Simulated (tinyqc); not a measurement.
Thickness, silicon consumed, volume change, sheet resistance: thermodynamics of metal silicides: hull, first phase, silicon consumed, nucleation and stability against SiO2. Computed by tinyqc, a small Python program. Command: `OMP_NUM_THREADS=1 python tinyqc.py 3013115 3013116 out.jsonl silphase walk`. One thread of a shared host (Intel(R) Xeon(R) Processor @ 2.30GHz), about 0.01 s of CPU time with the checks.

Entropies of formation of the solids are neglected, so heats stand for free energies. Si fractions: M2Si 0.3333, MSi 0.5000, MSi2 0.6667.

Inputs (values chosen for the exercise, of the order of those of nickel silicides for heats and volumes only): molar volume of M = 6.59 cm^3/mol; molar volume of Si = 12.06 cm^3/mol; metal thickness t = 26 nm.

Phases: M2Si, MSi, MSi2.

volumes of the three phases per mole of M (cm^3/mol): 9.87  14.8  23.7

resistivities of the three phases (microohm cm): 43  23  41

Method. Per phase M_a Si_b, for ample silicon (not limited to t_Si): silicide thickness = t V/V_M; silicon consumed = t (b/a) V_Si/V_M; net volume change = V/(V_M + (b/a) V_Si) - 1; the top surface lies (silicide thickness - silicon consumed) above the old interface; sheet resistance = resistivity/thickness.

Films:

| phase | thickness (nm) | Si consumed (nm) | volume change (%) | top above old interface (nm) | sheet resistance (ohm) |
|---|---|---|---|---|---|
| M2Si | 38.941 | 23.791 | -21.791 | 15.150 | 11.042 |
| MSi | 58.392 | 47.581 | -20.643 | 10.810 | 3.939 |
| MSi2 | 93.505 | 95.162 | -22.826 | -1.657 | 4.385 |

silicon consumed by MSi = 47.581 nm

sheet resistance of MSi = 3.9389 ohm

What follows from these numbers?

For a given sheet resistance the silicon consumed goes as resistivity x (b/a)/V: M2Si 2.18, MSi 1.55, MSi2 3.46. It is least for MSi, which matters on shallow junctions and thin silicon. All three reactions shrink the total volume.

Extremes, crossings and ranges named in words are read from the listed rows.
